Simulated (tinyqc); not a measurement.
Square on-chip spiral inductor, lumped pi model: two steps of the calculation.

Outer diameter do = di + 2 n wd + 2 (n - 1) sp, mean da = (do + di)/2, fill p = (do - di)/(do + di), length l = 4 n da. L = 2.34 mu0 n^2 da/(1 + 2.75 p), mu0 = 4 pi 1e-7 H/m. Rs = rho l/(wd delta (1 - exp(-th/delta))), delta = sqrt(rho/(pi f mu0)). Cs = n wd^2 eps0 eo/hu across the coil. At each end Cox = l wd eps0 eo/(2 ho) leads to the substrate branch Rsi = 2 rs he/(l wd) in parallel with Csi = l wd eps0 11.7/(2 he). With one end grounded Y = 1/(Rs + i w L) + i w Cs + 1/[1/(i w Cox) + 1/(1/Rsi + i w Csi)], w = 2 pi f; Q = -Im Y/Re Y. Eddy currents in neighbouring turns and in the substrate are left out.

Parameters, values chosen for the exercise; values of the order met in silicon radio-frequency processes:
- n = 5.5 (number of turns)
- wd = 10 um (line width)
- sp = 3 um (space between turns)
- di = 60 um (inner diameter)
- th = 3.4 um (metal thickness)
- rho = 1.9 uohm cm (metal resistivity)
- ho = 8.8 um (oxide below the coil)
- hu = 1.1 um (oxide between coil and underpass)
- eo = 3.9 (relative permittivity of the oxide)
- rs = 100 ohm cm (substrate resistivity)
- he = 50 um (effective spreading depth in the substrate)
- f = 0.91 GHz (frequency)

Constants: eps0 = 8.8541878128e-12 F/m. Results are converted to the units shown.

Question 1. Geometry and model elements. do, l, L, delta, Rs, Cs, Cox, Rsi and Csi as defined.

Find: do; l; L; delta; Rs; Cs; Cox; Rsi; Csi.

Answer 1.

do = 197.0 um
l = 2827 um
L = 4.635 nH
delta = 2.300 um
Rs = 3.025 ohm
Cs = 17.27 fF
Cox = 55.47 fF
Rsi = 3537 ohm
Csi = 29.29 fF

Question 2. Admittance, quality factor and apparent inductance. Series branch 1/(Rs + i w L), substrate branch, total Y, Q = -Im Y/Re Y, apparent inductance Im(1/Y)/w, metal-only value w L/Rs, share of the loss in the substrate Re(substrate branch)/Re Y.

L = 4.6352096 nH
Rs = 3.0253974 ohm
Cs = 17.265666 fF
Cox = 55.465953 fF
Rsi = 3537.3187 ohm
Csi = 29.286023 fF

Find: series branch; substrate branch; Y; Q; apparent inductance; w L/Rs; share of the loss in the substrate.

Answer 2.

series branch = 4.252-37.247i mS
substrate branch = 0.09034+0.16229i mS
Y = 4.342-36.986i mS
Q = 8.5177
apparent inductance = 4.6645 nH
w L/Rs = 8.7601
share of the loss in the substrate = 2.0804 %

Q is 97.2 % of the metal-only value.

Program tinyqc, `OMP_NUM_THREADS=1 python tinyqc.py 2302246 2302247 out.jsonl`; Intel Xeon 2.30GHz, shared host, one thread, about 0.01 s.
